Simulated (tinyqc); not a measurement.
Plane-wave Kohn-Sham cycle with exchange-only LDA in a layered model solid, step by step. One step of it, computed by the program tinyqc.

Question. Iteration 2: levels at that k. Diagonalise the Hermitian matrix.

H (hartree), lower triangle:
```
           -2         -1         +0         +1        +2
-2   0.195323
-1  -0.056228  -0.102525
+0  -0.023305  -0.056228  -0.183756
+1   0.001670  -0.023305  -0.056228  -0.048371
+2  -0.001163   0.001670  -0.023305  -0.056228  0.303632
```

Give: eigenvalues.

Answer.

eigenvalues (hartree): -0.239  -0.081  -0.034  0.206  0.313
